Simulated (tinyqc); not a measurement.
Effective charge: two electrons on one impurity (helium-like model).

Units Ha* = 2 Ry m/eps^2 and a* = a0 eps/m. One electron is bound by Z^2/2. Two electrons in the singlet built from exp(-a r) and exp(-b r): S = 8 (ab)^(3/2)/(a + b)^3, h_aa = a^2/2 - Z a, h_bb alike, h_ab = S (ab/2 - Z (a + b)/2), J = ab (a^2 + 3ab + b^2)/(a + b)^3, K = 20 (ab)^3/(a + b)^5, E = (h_aa + h_bb + 2 S h_ab + J + K)/(1 + S^2). For a = b this is a^2 - 2 Z a + 5a/8. Real double donors are deeper, since the central cell is left out.

Parameters, chosen for this exercise (out of a larger set: near those of impurities in Si; not measured data): m = 0.298 m0 (one mean mass); eps = 11.6 (dielectric constant); Zs = (0.97, 1.04, 1.15, 1.5, 2.1, 2.45, 3.25) (charges).

Ha* = 60.2630 meV

Binding of the first electron, of the second (-E - Z^2/2) with equal and with unequal orbitals, and U, the first less the second (unequal).

Results (meV):
```
Z     first  second, equal  second, unequal   a/b      U  U/(Z Ha*)
0.97   28.4          -2.30             0.26  4.09   28.1      0.481
1.04   32.6          -0.70             1.64  3.32   30.9      0.494
1.15   39.8           2.42             4.55  2.79   35.3      0.509
1.50   67.8          17.18            19.03  2.16   48.8      0.539
2.10  132.9          59.67            61.34  1.80   71.5      0.565
2.45  180.9          94.47            96.09  1.69   84.8      0.574
3.25  318.3         201.74           203.30  1.55  115.0      0.587
```

What can be read from this table?

Equal orbitals bind a second electron only above Z = (5/16)/(1 - 1/sqrt2) = 1.067; unequal ones do so in 7 of the 7 rows. Their gain is 2.56 meV in the first row and 1.56 in the last, while the second binding grows to 203 meV, so the gain decides the matter only near Z = 1. U grows almost linearly with Z: U/(Z Ha*) goes from 0.481 to 0.587, towards 5/8, while the first binding grows as Z^2. Angular correlation is left out: at Z = 1 this function binds the second electron by 0.0133 Ha*, half the exact 0.0278.

tinyqc: `OMP_NUM_THREADS=1 python tinyqc.py 1252130 1252131 out.jsonl`; about 0.03 s, one thread, shared Intel(R) Xeon(R) Processor @ 2.30GHz.
